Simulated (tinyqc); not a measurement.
Plane-wave Kohn-Sham cycle with exchange-only LDA in a layered model solid, step by step. One step of it, computed by the program tinyqc.

Problem. Iteration 2: potential. V_H(G) = 4 pi rho(G)/G^2 for G != 0 (uniform background); v_x = -(3 rho/pi)^(1/3); V = V_ext + V_H + v_x; Fourier components f(G_m) = (1/N) sum_j f(x_j) exp(-i G_m x_j).

A solid whose potential varies along x alone (atomic units):
```
parameter                      value
period a                   12.900000
cross-section of the cell  20.000000
electrons per cell                 2
grid points                       16
plane waves -n..n, n               2
k points                           3
V1 in V1 cos(2 pi x/a)     -0.550000
V2 in V2 cos(4 pi x/a)      0.110000
```

density after iteration 1 (e/bohr^3): [0.01750776, 0.01566901, 0.01144144, 0.00736977, 0.00497377, 0.00408992, 0.00389943, 0.00387905, 0.00387847, 0.00387905, 0.00389943, 0.00408992, 0.00497377, 0.00736977, 0.01144144, 0.01566901]

Give: Potentials on the grid; V(G_m), m = 0, 1, 2, ....

Solution.

Potentials on the grid (hartree):
```
x        V_ext     V_H     v_x       V
0.000   -0.440   0.364  -0.256  -0.331
0.806   -0.430   0.326  -0.246  -0.351
1.613   -0.389   0.224  -0.222  -0.387
2.419   -0.288   0.092  -0.192  -0.388
3.225   -0.110  -0.038  -0.168  -0.316
4.031    0.133  -0.146  -0.157  -0.171
4.838    0.389  -0.225  -0.155   0.009
5.644    0.586  -0.272  -0.155   0.159
6.450    0.660  -0.288  -0.155   0.217
7.256    0.586  -0.272  -0.155   0.159
8.062    0.389  -0.225  -0.155   0.009
8.869    0.133  -0.146  -0.157  -0.171
9.675   -0.110  -0.038  -0.168  -0.316
10.481  -0.288   0.092  -0.192  -0.388
11.287  -0.389   0.224  -0.222  -0.387
12.094  -0.430   0.326  -0.246  -0.351
```

V(G_m), m = 0, 1, 2, ... (hartree): [-0.188, -0.139, 0.065, 0.001, 0.001]
